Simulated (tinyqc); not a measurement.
Floating body of a partially depleted SOI transistor: body voltage and kink: two steps of the calculation.

Source at 0 V. Channel current Ic = 2 nf K Vt^2 [F(0) - F(Vd)](1 + la Vd), F(V) = ln^2(1 + exp((Vg - VT - nf V)/(2 nf Vt))), VT = VT0 - gb Vb. Saturation voltage Vs = 2 Vt sqrt(F(0)) + 3 Vt, excess Ve = (Vd - Vs + sqrt((Vd - Vs)^2 + 0.0004 V^2))/2, multiplication M1 = Ai Ve exp(-Bl/Ve). Each junction passes D(v) = J1 (exp(v/Vt) - 1) + J2 (exp(v/(2 Vt)) - 1). Bipolar current Ib = bb J1 (exp(Vb/Vt) - 1). The body settles where M1 (Ic + Ib) = D(Vb) + D(Vb - Vd) + Vb/Rb; drain current Id = (1 + M1)(Ic + Ib) - D(Vb - Vd).

Inputs (values chosen for the exercise); values of the order met in partially depleted silicon-on-insulator transistors: temperature T = 330 K; threshold at zero body voltage VT0 = 0.51 V; fall of the threshold per volt of body voltage gb = 0.19; slope factor nf = 1.42; gain factor per width K = 130 uA/(V^2 um); channel-length modulation factor la = 0.09 1/V; impact-ionisation prefactor Ai = 1.64 1/V; impact-ionisation voltage Bl = 7.8 V; diffusion saturation current of each junction J1 = 1e-11 uA/um; recombination saturation current of each junction J2 = 5.7e-9 uA/um; gain of the lateral bipolar transistor on the diffusion current bb = 0.5; resistance of a weak body tie to the source (1e9 stands for no tie, and the term is then dropped) Rb = 1e9 kohm um; gate voltage Vg = 0.81 V; drain voltage Vd = 2.5 V.

Constants: q = 1.602176634e-19 C, kB = 1.380649e-23 J/K, Vt = kB T/q. Results are converted to the units shown.

Problem 1. New Vb. Current into the body I_in = M1 (Ic + Ib) - D(Vb - Vd), current out I_out = D(Vb) + Vb/Rb; f = ln(I_in/I_out), s = df/dVb by central differences over 1e-5 V, Vb(new) = Vb - f/s.

Vb at the start = 0.82 V

Wanted: Ic; Ve; M1; I_in; I_out; f; s; Vb after iteration 1.

Solution 1.

Ic = 11.664 uA/um
Ve = 2.0935 V
M1 = 0.082730
I_in = 2.3445 uA/um
I_out = 33.360 uA/um
f = -2.6553
s = -14.428 1/V
Vb after iteration 1 = 0.63596 V

Problem 2. Drain current with floating and with grounded body. Id and VT at the converged Vb, Id at Vb = 0, their ratio, and the bipolar share Ib/(Ic + Ib).

converged Vb = 0.71886211 V

Give: VT; Id, floating; Id, grounded; ratio; bipolar share.

Solution 2.

VT = 0.3734 V
Id, floating = 12.14 uA/um
Id, grounded = 5.647 uA/um
ratio = 2.149
bipolar share = 4.256 %

The body rises to 0.719 V and lowers the threshold by 137 mV.

Range of the model: The multiplication law is an empirical form chosen for the exercise; self-heating and capacitive coupling to the body are left out, and the linear laws are rough once Vb passes about 0.7 V or M1 about 0.1.

Program tinyqc, `OMP_NUM_THREADS=1 python tinyqc.py 2182145 2182146 out.jsonl`; Intel Xeon 2.30GHz, shared host, one thread, about 0.2 s.
